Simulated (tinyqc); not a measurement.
What each parameter does: two-dimensional electron gas with Rashba and Dresselhaus coupling.

H = c k^2/m + al (ky sx - kx sy) + b1 (kx sx - ky sy) + gam kx ky (kx sy - ky sx), s the Pauli matrices, x = [100], c = hbar^2/2m0, b1 = gam (pi/L)^2 (hard walls). H = c k^2/m + B.s, so E = c k^2/m -/+ |B| and the lower state has its spin along -B.

Constants: hbar^2/2m0 = 3.80998211 eV angstrom^2.

Inputs chosen for the exercise (of the size met in InGaAs; the results hold for these values, not for the real material):
- m = 0.0385 m0 (mass)
- al = 0.35 eV angstrom (Rashba constant)
- gam = 0 eV angstrom^3 (bulk Dresselhaus constant)
- L = 216 angstrom (width of the (001) well)
- n = 2.1 1e11/cm^2 (sheet density (one subband filled))

Splittings 2|B| at k0 = sqrt(2 pi n) along [100], [110] and [-110], and E0 = c k0^2/m; 1e11/cm^2 = 1e-5/angstrom^2. Each row changes one parameter from the base and keeps the others.

Results:

| case | [100] (meV) | [110] (meV) | [-110] (meV) | E0 (meV) |
|---|---|---|---|---|
| base | 8.0408 | 8.0408 | 8.0408 | 13.06 |
| m = 0.04235 m0 | 8.0408 | 8.0408 | 8.0408 | 11.87 |
| al = 0.42 eV angstrom | 9.6489 | 9.6489 | 9.6489 | 13.06 |
| gam = 3 eV angstrom^3 | 8.0408 | 8.0508 | 8.0307 | 13.06 |
| L = 236 angstrom | 8.0408 | 8.0408 | 8.0408 | 13.06 |
| n = 3.15 1e11/cm^2 | 9.8479 | 9.8479 | 9.8479 | 19.59 |

The largest shifts from the base row, up to three for each result and ties (the steps differ in size, so this ranks the rows, not the parameters). [100] (meV): n +1.8071, al +1.6082; unchanged at the printed digits by m, gam and L. [110] (meV): n +1.8071, al +1.6082, gam +0.0100; unchanged at the printed digits by m and L. [-110] (meV): n +1.8071, al +1.6082, gam -0.0100; unchanged at the printed digits by m and L. E0 (meV): n +6.53, m -1.19; unchanged at the printed digits by al, gam and L.

Program tinyqc; command `OMP_NUM_THREADS=1 python tinyqc.py 1482891 1482892 out.jsonl`; about 0.01 s on one thread of a shared Intel(R) Xeon(R) Processor @ 2.30GHz.
